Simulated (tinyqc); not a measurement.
Potential-pH (Pourbaix) lines of a metal, its cation, its oxide and an oxyanion, with a complexing ligand: one step, computed by the program tinyqc.

Potentials are against the standard hydrogen electrode; solids and water have unit activity; dG_f of M, H+ and the electron is zero; F = e N_A and s = R T ln(10)/F. The cation carries z = 2.

Task: Mixed potential with oxygen reduction. Anodic i = i0a 10^((E - E_a)/b_a) with E_a the cation line with ligand; cathodic i = i0c 10^((E_c - E)/b_c) with E_c the oxygen line; supply caps the cathodic current, 1/i_c = 1/i(Tafel) + 1/i_L. E_corr makes the two currents equal. Without the cap it would be [b_c E_a + b_a E_c + b_a b_c log10(i0c/i0a)]/(b_a + b_c). Rate = i V_m/(z F). Films are left out.

Inputs (values chosen for the exercise, modelled on copper):
```
quantity                        value      unit
temperature T                  298.15         K
pH                                8.7         -
limiting current density i_L  0.00031    A/cm^2
molar volume V_m                 7.11  cm^3/mol
```

Species: M, M2+, MO, MO2(2-).

exchange current densities, metal and cathodic (A/cm^2): 1.7e-05  8.1e-10

Tafel slopes, anodic and cathodic (mV/decade): 45  140

cation line with ligand = 0.08170901 V

oxygen line = 0.7142051 V

Constants: e = 1.602176634e-19 C; N_A = 6.02214076e+23 1/mol.

Give: E_corr without the cap; corrosion potential E_corr; corrosion current density; i/i_L; etch rate.

Result:

E_corr without the cap = 0.08838 V

corrosion potential E_corr = 0.08726 V

corrosion current density = 2.258e-05 A/cm^2

i/i_L = 0.07285

etch rate = 0.4993 nm/min

The current is under activation control. Caution: other oxidation states, hydroxides and hydrides are left out, and the lines say nothing of rates. Caution: at this pH the oxide, not the cation, is the stable product, and a film would cut the rate. Caution: so near the reversible potential the back reaction matters and the Tafel form fails.
